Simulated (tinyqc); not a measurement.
Deal-Grove kinetics of thermal oxidation of silicon: one step, computed by the program tinyqc.

Oxidant diffuses through the oxide and reacts at the interface, so that dx/dt = B/(A + 2x) for the oxide thickness x.

Question. Thickness after the oxidation. tau = (x_i^2 + A x_i)/B and x = (A/2) [sqrt(1 + 4 B (t + tau)/A^2) - 1], the root of x^2 + A x = B (t + tau). Silicon consumed is 0.44 times the oxide grown; the rate is B/(A + 2x).

Inputs (values chosen for the exercise, close to those used for silicon): temperature T = 825 C; initial oxide x_i = 0.1 um; time t = 0.22 h.

Ambient: dry oxygen. Surface: (100).

length A = 0.4982252 um

parabolic constant B = 8.887632e-04 um^2/h

Give: tau; oxide thickness x; silicon consumed; final growth rate.

Answer.

tau = 67.310 h

oxide thickness x = 0.10028 um

silicon consumed = 1.2317e-04 um

final growth rate = 0.0012719 um/h

2x/A = 0.403: reaction and diffusion both resist, diffusion with a share 2x/(A + 2x) = 0.29.
